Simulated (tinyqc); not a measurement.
Doping and flat-band voltage from the body effect.

Problem. VT = Vfb + 2 phiF + gamma sqrt(2 phiF + Vsb), phiF = Vt ln(Na/ni), gamma = sqrt(2 q eps0 eps_r Na)/Cox, Cox = eps0 eox/tox. Find Na, gamma and Vfb from two thresholds.

Values chosen for this exercise; material values close to those of silicon:

| symbol | value | unit | meaning |
|---|---|---|---|
| T | 325 | K | temperature |
| eps_r | 11.6 |  | relative permittivity of the semiconductor |
| eox | 9.43 |  | relative permittivity of the gate insulator |
| tox | 70 | nm | insulator thickness |

Constants: q = 1.602176634e-19 C, kB = 1.380649e-23 J/K, Vt = kB T/q, eps0 = 8.8541878128e-14 F/cm where lengths are in cm. Results are converted to the units shown.

VT at Vsb = 0 and 2 V (V): 2.8332681  4.8059370
ni = 5.3116052e10 cm^-3

Answer. The difference of the thresholds, gamma [sqrt(2 phiF + Vsb) - sqrt(2 phiF)], holds no Vfb and rises with Na, so it has one root; Vfb then follows from the first threshold.

Na = 2.90e17 cm^-3
gamma = 2.59 V^0.5
Vfb = -0.450 V

Numbers from tinyqc (`OMP_NUM_THREADS=1 python tinyqc.py 2360018 2360019 out.jsonl`; about 0.03 s on one thread of a shared Intel Xeon 2.30GHz).
